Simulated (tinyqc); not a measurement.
Floating body of a partially depleted SOI transistor: body voltage and kink: one step of the calculation.

Source at 0 V. Channel current Ic = 2 nf K Vt^2 [F(0) - F(Vd)](1 + la Vd), F(V) = ln^2(1 + exp((Vg - VT - nf V)/(2 nf Vt))), VT = VT0 - gb Vb. Saturation voltage Vs = 2 Vt sqrt(F(0)) + 3 Vt, excess Ve = (Vd - Vs + sqrt((Vd - Vs)^2 + 0.0004 V^2))/2, multiplication M1 = Ai Ve exp(-Bl/Ve). Each junction passes D(v) = J1 (exp(v/Vt) - 1) + J2 (exp(v/(2 Vt)) - 1). Bipolar current Ib = bb J1 (exp(Vb/Vt) - 1). The body settles where M1 (Ic + Ib) = D(Vb) + D(Vb - Vd) + Vb/Rb; drain current Id = (1 + M1)(Ic + Ib) - D(Vb - Vd).

Problem. Drain current with floating and with grounded body. Id and VT at the converged Vb, Id at Vb = 0, their ratio, and the bipolar share Ib/(Ic + Ib).

Inputs (values chosen for the exercise); values of the order met in partially depleted silicon-on-insulator transistors:
- T = 300 K (temperature)
- VT0 = 0.55 V (threshold at zero body voltage)
- gb = 0.2 (fall of the threshold per volt of body voltage)
- nf = 1.45 (slope factor)
- K = 130 uA/(V^2 um) (gain factor per width)
- la = 0.08 1/V (channel-length modulation factor)
- Ai = 1.49 1/V (impact-ionisation prefactor)
- Bl = 6 V (impact-ionisation voltage)
- J1 = 2.2e-13 uA/um (diffusion saturation current of each junction)
- J2 = 2.2e-8 uA/um (recombination saturation current of each junction)
- bb = 1 (gain of the lateral bipolar transistor on the diffusion current)
- Rb = 1e9 kohm um (resistance of a weak body tie to the source (1e9 stands for no tie, and the term is then dropped))
- Vg = 0.59 V (gate voltage)
- Vd = 1.1 V (drain voltage)

Constants: q = 1.602176634e-19 C, kB = 1.380649e-23 J/K, Vt = kB T/q. Results are converted to the units shown.

converged Vb = 0.57396457 V

Find: VT; Id, floating; Id, grounded; ratio; bipolar share.

Solution.

VT = 0.43521 V
Id, floating = 1.3111 uA/um
Id, grounded = 0.27226 uA/um
ratio = 4.8157
bipolar share = 0.073750 %

The body rises to 0.574 V and lowers the threshold by 115 mV.

Range of the model: The multiplication law is an empirical form chosen for the exercise; self-heating and capacitive coupling to the body are left out, and the linear laws are rough once Vb passes about 0.7 V or M1 about 0.1.

Numbers from tinyqc (`OMP_NUM_THREADS=1 python tinyqc.py 2182064 2182065 out.jsonl`; about 0.2 s on one thread of a shared Intel Xeon 2.30GHz).
